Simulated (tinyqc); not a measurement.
# Threshold of a short bulk MOSFET: charge sharing, barrier lowering, narrow width: what changes with what

n-channel device on a p-type body, depletion approximation, full ionisation. Uniform doping N = Na. Vbi from Boltzmann statistics is rough for the degenerate source. Cox = eps0 eox/tox.

Inputs (values chosen for the exercise); band and dielectric values close to those of silicon: temperature T = 300 K; band gap Eg = 1.11 eV; relative permittivity eps_r = 11.8; conduction-band density of states at T Nc = 2.85e19 cm^-3; valence-band density of states at T Nv = 2.63e19 cm^-3; relative permittivity of the gate insulator (close to silicon dioxide) eox = 3.9; insulator thickness tox = 11 nm; channel doping Na = 3.1e17 cm^-3; source and drain doping Nsd = 1e20 cm^-3; flat-band voltage for the doping Na Vfb = -0.9 V; junction depth xj = 10 nm; body-source voltage Vbs = 0 V; drain-source voltage Vds = 1.2 V; gate width W = 790 nm; shape factor of the fringing depletion at the width edges xw = 0.7854; channel length L = 600 nm.

Constants: q = 1.602176634e-19 C, kB = 1.380649e-23 J/K, Vt = kB T/q, eps0 = 8.8541878128e-14 F/cm where lengths are in cm. Results are converted to the units shown.

Each table varies one quantity; the others keep the values above.

## Threshold roll-off against channel length

ni = sqrt(Nc Nv) exp(-Eg/(2 Vt)), Eg in volts; 2 pB = 2 Vt ln(N/ni); flat band Vfb - Vt ln(N/Na); Wd = sqrt(2 eps0 eps_r (2 pB - Vbs)/(q N)); body term q N Wd/Cox; long-channel VT0 = flat band + 2 pB + body term; Vbi = Vt ln(N Nsd/ni^2); scale length l = sqrt((eps_r/eox) tox Wd). Charge sharing (trapezoid; it ignores Vds): F = (xj/L)(sqrt(1 + 2 Wd/xj) - 1), lowering = body term times F. Barrier lowering: th = exp(-L/(2 l)) + 2 exp(-L/l), lowering = th [2 (Vbi - 2 pB) + Vds], DIBL = th. Narrow width: rise = body term times xw Wd/W. VT by each model = VT0 - lowering + rise. DIBL under 0.001 mV/V is printed as 0.

The same in every row: N (cm^-3) = 3.100e17; VT0 (V) = 0.9401.

Threshold roll-off against channel length:
```
L (nm)    L/l         F  DIBL (mV/V)  VT, charge sharing (V)  VT, barrier lowering (V)
140     3.113    0.1877        299.9                  0.8177                    0.5488
210     4.669    0.1251        115.6                  0.8779                    0.8249
300     6.670   0.08758        38.16                  0.9140                    0.9410
430     9.560   0.06110        8.537                  0.9394                    0.9854
620     13.78   0.04238        1.018                  0.9575                    0.9967
900     20.01   0.02919      0.04520                  0.9701                    0.9981
1300    28.90   0.02021            0                  0.9788                    0.9982
1900    42.24   0.01383            0                  0.9849                    0.9982
2700    60.03  0.009731            0                  0.9889                    0.9982
```

What does the comparison show?

VT by barrier lowering rises from 0.549 to 0.998 V and VT by charge sharing rises from 0.818 to 0.989 V. DIBL is under 100 mV/V from L = 300 nm on among the rows (th = 0.1 at L/l = 4.92). For L = 140 DIBL exceeds 250 mV/V, where the barrier formula is rough.

## Effect of the body-source voltage

Same model as above.

The same in every row: N (cm^-3) = 3.100e17.

Results:
```
Vbs (V)  VT0 (V)    L/l        F  DIBL (mV/V)  VT, charge sharing (V)  VT, barrier lowering (V)
0         0.9401  13.34  0.04379        1.272                  0.9561                    0.9963
-0.6       1.226  11.71  0.05159        2.880                   1.260                     1.320
-0.9       1.347  11.18  0.05463        3.758                   1.390                     1.459
-1.2       1.458  10.76  0.05731        4.661                   1.511                     1.588
-1.5       1.561  10.40  0.05972        5.581                   1.624                     1.710
-1.8       1.658  10.09  0.06191        6.510                   1.731                     1.825
-2.1       1.749  9.830  0.06393        7.443                   1.833                     1.935
```

Estimate the missing row, Vbs = -0.3 V.

Computed row:
```
Vbs (V)  VT0 (V)    L/l        F  DIBL (mV/V)  VT, charge sharing (V)  VT, barrier lowering (V)
-0.3       1.092  12.39  0.04806        2.043                   1.117                     1.167
```

With this row back in the table: As Vbs goes from 0 to -2.1, VT0 rises from 0.940 to 1.75 V, DIBL rises from 1.27 to 7.44 mV/V, F rises from 0.0438 to 0.0639 and VT by barrier lowering rises from 0.996 to 1.94 V. The apparent body effect -dVT/dVbs between the first two rows is 0.570 by barrier lowering and 0.535 by charge sharing, against 0.507 for a long device.

Program tinyqc, `OMP_NUM_THREADS=1 python tinyqc.py 2002194 2002195 out.jsonl`; Intel Xeon 2.30GHz, shared host, one thread, about 0.01 s.
